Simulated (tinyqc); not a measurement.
Which input was changed? Model: low-temperature mobility of a two-dimensional electron gas with static screening. Computed by tinyqc, a small Python program. Command: `OMP_NUM_THREADS=1 python tinyqc.py 3022121 3022122 out.jsonl twodeg which`. One thread of a shared host (Intel(R) Xeon(R) Processor @ 2.30GHz), about 0.2 s of CPU time with the checks.

One subband is filled, the gas is degenerate and scatters at the Fermi circle; one permittivity serves on both sides of the interface. All formulas are in SI units, masses times m_0. Piezoelectric and polar phonons are left out, and n_s is taken as set by a gate, independent of N_i.

Inputs (values chosen for the exercise, modelled on a strained silicon well):
```
quantity                                        value    unit
in-plane mass m                                 0.197     m_0
mass across the layer m_z                       0.948     m_0
permittivity eps                                 11.5       -
valley degeneracy g_v                               2       -
sheet density n_s                             2.9e+11  1/cm^2
depletion charge N_d                          2.3e+10  1/cm^2
roughness height Delta                           0.49      nm
correlation length Lambda                          11      nm
remote charge density N_i                     1.7e+11  1/cm^2
distance d of the charges from the interface        3      nm
density rho                                      2329  kg/m^3
sound velocity v_l                               9270     m/s
deformation potential D_A                         9.4      eV
temperature T                                     4.2       K
```

Wave function: ideal sheet. Roughness spectrum: exponential.

Constants: m_0 = 9.1093837015e-31 kg; e = 1.602176634e-19 C; eps_0 = 8.8541878128e-12 F/m; hbar = 1.054571817e-34 J s; k_B = 1.380649e-23 J/K.

Method:
- k_F = sqrt(2 pi n_s/g_v); E_F = hbar^2 k_F^2/(2 m); q_TF = g_v m e^2/(2 pi eps eps_0 hbar^2); Fang-Howard parameter b = [12 m_z e^2 (N_d + 11 n_s/32)/(eps eps_0 hbar^2)]^(1/3), mean depth 3/b; effective field F = e (N_d + n_s/2)/(eps eps_0).
- Form factors of a sheet of zero thickness: G(q) = 1, P(q) = exp(-q d). Dielectric function eps(q) = 1 + q_TF G(q)/q, with q = 2 k_F sin(theta/2).
- Roughness: <|U|^2> = (e F)^2 S(q), S = pi Delta^2 Lambda^2/(1 + q^2 Lambda^2/2)^(3/2).
- 1/tau_t = (m/(pi hbar^3)) int_0^pi (1 - cos theta) <|U|^2>/eps(q)^2 dtheta; the quantum rate 1/tau_q drops the factor (1 - cos theta); 200 Gauss-Legendre points in s with theta = pi s^2, s from 0 to 1; mu = e tau_t/m.
- Remote charges: <|U|^2> = N_i [e^2 P(q)/(2 eps eps_0 q)]^2.
- Unscreened deformation potential in equipartition: 1/tau = m D_A^2 k_B T I/(rho v_l^2 hbar^3), I = int |psi|^4 dz = 3 b/16 for the Fang-Howard function (used for both wave-function options); mu = e tau/m. Bloch-Grueneisen temperature T_BG = 2 hbar v_l k_F/k_B.
- At the Fermi circle the rates add, so 1/mu is the sum; sheet resistance 1/(n_s e mu); mean free path hbar k_F mu/e; the quantum time adds the rates 1/tau_q, with the isotropic acoustic rate e/(m mu).

Problem. One of these inputs alone was changed, within the range given: in-plane mass m (0.0985 to 0.394); depletion charge N_d (1.15e+10 to 4.6e+10); distance d of the charges from the interface (1.5 to 6); mass across the layer m_z (0.474 to 1.896). Which one, and to what value?

Results:
```
run     roughness mobility (cm^2/(V s))  sheet resistance (ohm)  Dingle ratio tau_t/tau_q
before                          1254867                1883.604                  1.431544
after                           1352471                1745.300                  1.471682
```

Solution.

Each candidate set to reproduce roughness mobility, and what it then gives:
```
candidate                                               range searched  value needed  sheet resistance (ohm)  Dingle ratio tau_t/tau_q
in-plane mass m (m_0)                                  0.0985 to 0.394        0.1470                  1745.3                    1.4717
depletion charge N_d (1/cm^2)                      1.15e+10 to 4.6e+10      1.682e10                  1881.9                    1.4321
distance d of the charges from the interface (nm)             1.5 to 6     no effect                       -                         -
mass across the layer m_z (m_0)                         0.474 to 1.896     no effect                       -                         -
```

Only in-plane mass m fits every result: it went from 0.197 to 0.147 m_0. The next best candidate, depletion charge N_d, misses one result by 7.8 %.

Caution: T is below the Bloch-Grueneisen temperature T_BG, so equipartition fails: the acoustic mobility is only a lower bound and the acoustic share of 1/mu is overstated.
